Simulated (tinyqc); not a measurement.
Heavy doping: gap narrowing, degeneracy and the minority density: sweeps and comparisons. A value that a table varies takes the place of the one given here.

F_j(eta) = (1/Gamma(j + 1)) integral_0^infinity x^j dx/(1 + exp(x - eta)), which tends to exp(eta) for eta << 0.

Empirical narrowing (Slotboom form, constants chosen for the exercise; published fits of this form give the apparent narrowing, here it is taken as the true one): dEg = E0 [ln(N/N0) + sqrt(ln(N/N0)^2 + C)].

Majority: N = Nv F_1/2(eta), eta the distance of EF beyond the majority band edge in kT. Degeneracy factor gam = F_1/2(eta)/exp(eta). ni0^2 = Nc Nv exp(-Eg/kT); product n p = ni0^2 gam exp(dEg/kT), dEg the true narrowing; apparent narrowing dEa = dEg + kT ln gam; minority density = n p/N.

Bipolar transistor with N as emitter doping: beta = K (N/NB) exp((dEa_B + dG - dEa_E)/kT), dEa_E = dEg(N) + kT ln gam, dEa_B = dEg(NB). For the sweep in T, Nv is scaled as (T/T0)^(3/2) from its value at T0 = T.

Constants: kB = 8.617333262e-05 eV/K.

Values chosen for the exercise (gap and densities of states near those of Ge at this temperature; narrowing constants of the size fitted for Si, not for this material; not measured data): Eg = 0.672 eV (gap); Nc = 1.03e+19 1/cm^3 (conduction-band density of states); Nv = 4.93e+18 1/cm^3 (valence-band density of states); T = 300 K; E0 = 8.83 meV (narrowing scale); N0 = 1.3e+17 1/cm^3 (onset density); C = 0.5 (smoothing constant); N = 4.6e+18 1/cm^3 (ionised acceptors, equal to the majority density); NB = 1e+17 1/cm^3 (base doping); K = 4.1 (ratio (D_B W_E)/(D_E W_B)); dG = 80 meV (extra narrowing of the base by alloying).

## Narrowing against degeneracy

N takes the values listed; the last column is N over the factor gam exp(dEg/kT), the doping that a simple model would need to give the same minority density.

Results:

| N (1/cm^3) | eta | gam | dEg (meV) | dEa (meV) | minority (1/cm^3) | effective doping (1/cm^3) |
|---|---|---|---|---|---|---|
| 1.0e+16 | -6.20 | 0.999 | 0.8 | 0.8 | 2.69e+10 | 9.69e+15 |
| 5.0e+16 | -4.59 | 0.996 | 2.1 | 2.0 | 5.63e+09 | 4.63e+16 |
| 1.0e+17 | -3.89 | 0.993 | 4.3 | 4.2 | 3.06e+09 | 8.51e+16 |
| 5.0e+17 | -2.25 | 0.965 | 25.3 | 24.4 | 1.34e+09 | 1.95e+17 |
| 1.0e+18 | -1.52 | 0.931 | 37.1 | 35.2 | 1.02e+09 | 2.56e+17 |
| 5.0e+18 | 0.37 | 0.702 | 65.1 | 55.9 | 4.54e+08 | 5.75e+17 |
| 1.0e+19 | 1.41 | 0.498 | 77.2 | 59.2 | 2.57e+08 | 1.01e+18 |
| 4.0e+19 | 4.70 | 0.0738 | 101.6 | 34.2 | 2.45e+07 | 1.07e+19 |
| 1.0e+20 | 8.90 | 0.00277 | 117.7 | -34.6 | 6.86e+05 | 3.81e+20 |

What can be read from the table?

dEg grows steadily to 117.7 meV, while the apparent value peaks at 59.2 meV for N = 1e+19 and falls to -34.6 meV as the Fermi level enters the band. N grows by a factor 50 from the third to the sixth row and the effective doping by 6.8: net of degeneracy, narrowing takes away 86 % of the factor gained by heavier doping.

## Current gain against temperature

Gain:

| T (K) | beta | beta with dG = 0 | without narrowing |
|---|---|---|---|
| 150 | 2.31e+03 | 4.74 | 189 |
| 200 | 1.14e+03 | 11.0 | 189 |
| 250 | 757 | 18.5 | 189 |
| 300 | 583 | 26.4 | 189 |
| 350 | 486 | 34.3 | 189 |
| 400 | 426 | 41.8 | 189 |
| 450 | 385 | 48.9 | 189 |

dEa_B + dG - dEa_E at T0 = 29.2 meV

What does this show, and why?

beta is 2.31e+03 at 150 K and 385 at 450 K, since the net exponent is positive: the gap is narrower in the base. At 300 K narrowing and degeneracy change the gain by a factor 0.14 and alloying the base by 22.1.

## What moves the minority density and the gain

All results formed anew. Each row changes one parameter from the base and keeps the others.

Results:

| case | dEg (meV) | dEa (meV) | minority (1/cm^3) | beta |
|---|---|---|---|---|
| base | 63.59 | 55.17 | 4.79e+08 | 583 |
| N = 9.2e+18 1/cm^3 | 75.74 | 59.10 | 2.79e+08 | 1.00e+03 |
| E0 = 10.596 meV | 76.31 | 67.89 | 7.84e+08 | 369 |
| N0 = 2.6e+17 1/cm^3 | 51.50 | 43.08 | 3.00e+08 | 852 |
| Eg = 0.692 eV | 63.59 | 55.17 | 2.21e+08 | 583 |
| Nv = 6.41e+18 1/cm^3 | 63.59 | 57.10 | 6.72e+08 | 541 |
| NB = 2e+17 1/cm^3 | 63.59 | 55.17 | 4.79e+08 | 379 |

What does this show?

The largest shifts from the base row, up to three for each result and ties (the steps differ in size, so this ranks the rows, not the parameters). dEg (meV): E0 +12.72, N +12.14, N0 -12.10; unchanged at the printed digits by Eg, Nv and NB. dEa (meV): E0 +12.72, N0 -12.10, N +3.93; unchanged at the printed digits by Eg and NB. minority (1/cm^3): E0 +3.05e+08, Eg -2.58e+08, N -2.00e+08; unchanged at the printed digits by NB. beta: N +419, N0 +269, E0 -214; unchanged at the printed digits by Eg.

Computed by tinyqc, a small Python program: `OMP_NUM_THREADS=1 python tinyqc.py 1680402 1680403 out.jsonl` (the numbers bound the seed that draws the inputs); one thread of a shared host (Intel(R) Xeon(R) Processor @ 2.30GHz), about 0.01 s for the whole set of steps.
